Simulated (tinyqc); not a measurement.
Capacitance of parallel on-chip lines from Laplace's equation on a mesh: one step of the calculation.

Cross-section of an endless row of equal lines between two grounded planes; neighbours are driven in antiphase (+1 V and -1 V), so the plane midway between two lines is at 0 V. By symmetry one quarter is solved: x runs from the centre of a line (column 0, mirror) to that midplane (column 3, 0 V), y from the mid-height of the line (row 0, mirror) to the ground plane (row 4, 0 V). The line fills columns 0 to 1 and rows 0 to 2 at 1 V. Cells beside the line (below row 2) have e2, cells above have e1. Each link between nodes has the conductance g = mean permittivity of the two cells beside it (a cell beyond a mirror counts as 0), and the free nodes obey sum g (V_neighbour - V) = 0.

Problem. Link conductances. gx[j, i] joins node (row j, column i) to column i + 1, gy[j, i] to row j + 1.

Values chosen for this exercise:
```
symbol,value,unit,meaning
e1,4.2,,relative permittivity above and below the lines
e2,7,,relative permittivity between the lines
```

Wanted: gx; gy.

Solution.

gx:
```
       col 0  col 1  col 2
row 0  3.500  3.500  3.500
row 1  7.000  7.000  7.000
row 2  5.600  5.600  5.600
row 3  4.200  4.200  4.200
row 4  2.100  2.100  2.100
```

gy:
```
       col 0  col 1  col 2  col 3
row 0  3.500  7.000  7.000  3.500
row 1  3.500  7.000  7.000  3.500
row 2  2.100  4.200  4.200  2.100
row 3  2.100  4.200  4.200  2.100
```

Computed by the program tinyqc: `OMP_NUM_THREADS=1 python tinyqc.py 2790114 2790115 out.jsonl`, one thread of a shared Intel Xeon 2.30GHz, about 0.6 s for the whole run.
